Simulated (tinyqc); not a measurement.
How errors in the targets pass to the parameters: fitting sp3s* parameters to three gaps by Newton steps.

J:
```
            Vss     Vxapc     Vpaxc
Gamma  -0.85537   0.00000   0.00000
X       0.00000  -0.87696   0.00000
L      -0.17456  -0.25547  -0.13665
```

The gaps at Gamma, X and L of an sp3s* model are fitted with Vss, Vxapc and Vpaxc; J holds the derivatives of the gaps by these parameters at the start. The change of each parameter for +10 meV on one target is 10 J^-1, in meV.

Shifts (meV):
```
target raised    Vss  Vxapc  Vpaxc
Gamma          -11.7    0.0   14.9
X                0.0  -11.4   21.3
L                0.0    0.0  -73.2
```

root sum of squares (meV): Vss 11.7, Vxapc 11.4, Vpaxc 77.7

What can be read from this table?

Independent errors of 10 meV leave Vpaxc least certain (78 meV) and Vxapc best fixed (11.4 meV, level with Vss). The largest single entry, 73 meV, comes from the target at L.

(tinyqc, `OMP_NUM_THREADS=1 python tinyqc.py 1480192 1480193 out.jsonl`, Intel(R) Xeon(R) Processor @ 2.30GHz, 1 thread, shared host, about 0.3 s.)
